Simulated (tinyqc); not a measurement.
Inside a calculation. Method: coupled-perturbed Hartree-Fock on RHF in the sto-3g basis, for H4, spin multiplicity 1. Computed by tinyqc, a small Python program that keeps every step (integrals from PySCF). Settings: charge = 0, multiplicity = 1, basis = sto-3g, method = RHF, energy threshold = 1e-10, iteration cap = 53, orthogonalisation = canonical, start = atomic densities, DIIS depth = 6. Command: `OMP_NUM_THREADS=1 python tinyqc.py 29829 29830 out.jsonl` (the two numbers bound the seeds that draw the settings). One thread of a shared host (Intel(R) Xeon(R) Processor @ 2.60GHz), about 0.1 s of CPU time with the checks. The early iterations of the SCF are left out here.

## One-electron integrals

Geometry (angstrom):
```
atom         x         y         z
H     0.000000  0.000000  0.000000
H     0.000000  0.000000  0.914000
H     0.000000  0.000000  2.659000
H     0.000000  0.000000  3.574000
```

Basis sto-3g: exponents (1/bohr^2) and contraction coefficients of normalised primitives:
```
element  l (shell)  exponent  coefficient
H            s (1)  3.425251     0.154329
H            s (1)  0.623914     0.535328
H            s (1)  0.168855     0.444635
```

Overlap, kinetic and nuclear-attraction integrals over the contracted functions; the nuclear repulsion is the sum of Za Zb / Rab.

nuclear repulsion = 2.00657310 hartree

overlap S, order 1H 1s, 2H 1s, 3H 1s, 4H 1s:
```
[[1.000000, 0.548489, 0.036524, 0.005049],
 [0.548489, 1.000000, 0.178625, 0.036453],
 [0.036524, 0.178625, 1.000000, 0.547870],
 [0.005049, 0.036453, 0.547870, 1.000000]]
```

kinetic energy T (hartree), order 1H 1s, 2H 1s, 3H 1s, 4H 1s:
```
[[0.760032, 0.146371, -0.009543, -0.002712],
 [0.146371, 0.760032, -0.004396, -0.009535],
 [-0.009543, -0.004396, 0.760032, 0.145927],
 [-0.002712, -0.009535, 0.145927, 0.760032]]
```

nuclear attraction V (hartree), order 1H 1s, 2H 1s, 3H 1s, 4H 1s:
```
[[-2.127721, -1.140357, -0.064194, -0.008475],
 [-1.140357, -2.282429, -0.323403, -0.064059],
 [-0.064194, -0.323403, -2.281996, -1.138620],
 [-0.008475, -0.064059, -1.138620, -2.127138]]
```

core Hamiltonian H = T + V (hartree), order 1H 1s, 2H 1s, 3H 1s, 4H 1s:
```
[[-1.367689, -0.993985, -0.073737, -0.011187],
 [-0.993985, -1.522397, -0.327799, -0.073594],
 [-0.073737, -0.327799, -1.521964, -0.992693],
 [-0.011187, -0.073594, -0.992693, -1.367106]]
```

## Two-electron integrals

Functions are numbered as in S; the eight-fold symmetry (ij|kl) = (ji|kl) = (kl|ij) leaves the list below.

Two-electron integrals (ij|kl) in chemists' order, unique and non-zero (hartree):
```
(11|11) 0.774606   (21|11) 0.350829   (21|21) 0.196894   (22|11) 0.506930
(22|21) 0.350829   (22|22) 0.774606   (31|11) 0.014381   (31|21) 0.009292
(31|22) 0.019629   (31|31) 0.000633   (32|11) 0.054290   (32|21) 0.038198
(32|22) 0.089504   (32|31) 0.003160   (32|32) 0.017213   (33|11) 0.198965
(33|21) 0.132625   (33|22) 0.300671   (33|31) 0.014381   (33|32) 0.089504
(33|33) 0.774606   (41|11) 0.001538   (41|21) 0.001040   (41|22) 0.002323
(41|31) 0.000083   (41|32) 0.000441   (41|33) 0.002323   (41|41) 0.000012
(42|11) 0.008968   (42|21) 0.006187   (42|22) 0.014350   (42|31) 0.000557
(42|32) 0.003153   (42|33) 0.019591   (42|41) 0.000082   (42|42) 0.000630
(43|11) 0.093419   (43|21) 0.060471   (43|22) 0.132448   (43|31) 0.006192
(43|32) 0.038144   (43|33) 0.350326   (43|41) 0.001039   (43|42) 0.009262
(43|43) 0.196400   (44|11) 0.148062   (44|21) 0.093509   (44|22) 0.198890
(44|31) 0.008984   (44|32) 0.054260   (44|33) 0.506584   (44|41) 0.001538
(44|42) 0.014350   (44|43) 0.350326   (44|44) 0.774606
```

## Orthogonalisation

S = U s U^T; canonical form X = U s^(-1/2), so that X^T S X = 1. Each column of U has its largest component positive (the first on a tie).

eigenvalues of S: [0.389163, 0.500763, 1.427161, 1.682912]

X, order 1H 1s, 2H 1s, 3H 1s, 4H 1s:
```
[[-0.733739, 0.754938, -0.451684, 0.356527],
 [0.867960, -0.650529, -0.381406, 0.413175],
 [-0.863886, -0.654739, 0.382478, 0.412329],
 [0.729101, 0.758386, 0.452673, 0.355484]]
```

## Iteration 8 (converged): orbitals

converged F (hartree), order 1H 1s, 2H 1s, 3H 1s, 4H 1s:
```
[[-0.281809, -0.515528, -0.050094, -0.001724],
 [-0.515528, -0.293707, -0.135101, -0.050022],
 [-0.050094, -0.135101, -0.293290, -0.515086],
 [-0.001724, -0.050022, -0.515086, -0.281390]]
```

Diagonalise F' = X^T F X, C = X C', fill 2 alpha and 2 beta electrons from the bottom; D = 2 C_occ C_occ^T. Each column has its largest component positive (the first on a tie).

F' = X^T F X (hartree):
```
[[0.641680, 0.000199, 0.024041, -0.000024],
 [0.000199, 0.427230, 0.000080, -0.012160],
 [0.024041, 0.000080, -0.482069, 0.000090],
 [-0.000024, -0.012160, 0.000090, -0.550156]]
```

orbital energies (hartree): [-0.550308, -0.482583, 0.427381, 0.642195]

coefficients C, order 1H 1s, 2H 1s, 3H 1s, 4H 1s:
```
[[0.366463, -0.435464, 0.751104, -0.742532],
 [0.405603, -0.399276, -0.656454, 0.858988],
 [0.403599, 0.401457, -0.658984, -0.856135],
 [0.364314, 0.437411, 0.753251, 0.739310]]
```

D after iteration 8, order 1H 1s, 2H 1s, 3H 1s, 4H 1s:
```
[[0.647847, 0.645017, -0.053832, -0.113939],
 [0.645017, 0.647869, 0.006818, -0.053762],
 [-0.053832, 0.006818, 0.648120, 0.645277],
 [-0.113939, -0.053762, 0.645277, 0.648105]]
```

## Convergence

Stop when the energy changes by less than 1e-10 hartree and every element of the error matrix X^T (F D S - S D F) X is below 3e-06.

Course of the cycle:
```
iteration  E (hartree)     change  largest element of the error matrix
1          -1.47645652          -                             2.71e-02
2          -2.17244544  -6.96e-01                             3.51e-02
3          -2.16733268   5.11e-03                             8.88e-02
4          -2.17338935  -6.06e-03                             9.30e-03
5          -2.17345698  -6.76e-05                             1.94e-04
6          -2.17345700  -2.90e-08                             1.59e-05
7          -2.17345700  -1.95e-10                             3.44e-08
8          -2.17345700   1.15e-14                             1.29e-07
```

PySCF RHF in the same basis = -2.17345700 hartree

Converged in 8 iterations.

## Integrals over molecular orbitals

(pq|rs) = sum C_ip C_jq C_kr C_ls (ij|kl), one index at a time.

one-electron integrals over orbitals h = C^T H C (hartree):
```
[[-1.604777, 0.000106, 0.090243, -0.000379],
 [0.000106, -1.542362, 0.000426, 0.085842],
 [0.090243, 0.000426, -1.049032, 0.000058],
 [-0.000379, 0.085842, 0.000058, -0.908357]]
```

Two-electron integrals over orbitals (pq|rs), unique and non-zero (hartree):
```
(11|11) 0.424296    (21|11) -0.001154   (21|21) 0.215832    (22|11) 0.423003
(22|21) 0.001048    (22|22) 0.429606    (31|11) -0.030708   (31|21) -0.000206
(31|22) -0.004912   (31|31) 0.102929    (32|11) -0.000418   (32|21) 0.049710
(32|22) 0.000204    (32|31) 0.000367    (32|32) 0.094941    (33|11) 0.417688
(33|21) 0.000700    (33|22) 0.419453    (33|31) -0.009977   (33|32) 0.000123
(33|33) 0.434436    (41|11) 0.000209    (41|21) -0.010114   (41|22) 1.22e-06
(41|31) -0.000490   (41|32) 0.083947    (41|33) 0.000028    (41|41) 0.089741
(42|11) -0.039771   (42|21) -0.000168   (42|22) -0.016413   (42|31) 0.102642
(42|32) 0.000517    (42|33) -0.013942   (42|41) -0.000359   (42|42) 0.106491
(43|11) -0.001084   (43|21) 0.209451    (43|22) 0.001068    (43|31) -0.000183
(43|32) 0.051375    (43|33) 0.000770    (43|41) -0.007915   (43|42) -0.000158
(43|43) 0.222506    (44|11) 0.437415    (44|21) -0.000780   (44|22) 0.435977
(44|31) -0.034477   (44|32) -0.000363   (44|33) 0.447096    (44|41) 0.000197
(44|42) -0.043141   (44|43) -0.000789   (44|44) 0.472286
```

## Response to a field: uncoupled start

dipole integrals <a|z|i> (bohr), order a3, a4:
```
[[-0.001927, 1.350549],
 [0.685573, -0.000343]]
```

Field along z; U_ai = -mu_ai / (e_a - e_i), alpha = -4 sum U_ai mu_ai.

uncoupled U, order a3, a4:
```
[[0.001971, -1.484178],
 [-0.574903, 0.000305]]
```

uncoupled polarisability = 9.594389 bohr^3

## Coupled step 1

U_ai = -(mu_ai + sum_bj [4 (ai|bj) - (ab|ij) - (aj|bi)] U_bj) / (e_a - e_i); alpha = -4 sum U_ai mu_ai.

U after step 1, order a3, a4:
```
[[0.002538, -1.688793],
 [-0.626494, 0.000617]]
```

polarisability = 10.841243 bohr^3

## Coupled step 2

As before.

U after step 2, order a3, a4:
```
[[0.002627, -1.717723],
 [-0.629704, 0.000665]]
```

polarisability = 11.006332 bohr^3

## Coupled polarisability

Repeat until U stops changing; compare with -d2E/dF2.

Course of the coupled iterations:
```
step  alpha (bohr^3)
0           9.594389
1          10.841243
2          11.006332
3          11.028669
4          11.031764
5          11.032204
6          11.032269
7          11.032278
8          11.032280
9          11.032280
10         11.032280
```

coupled polarisability = 11.032280 bohr^3

finite-field check, fields of +/-0.001 au = 11.032325 bohr^3
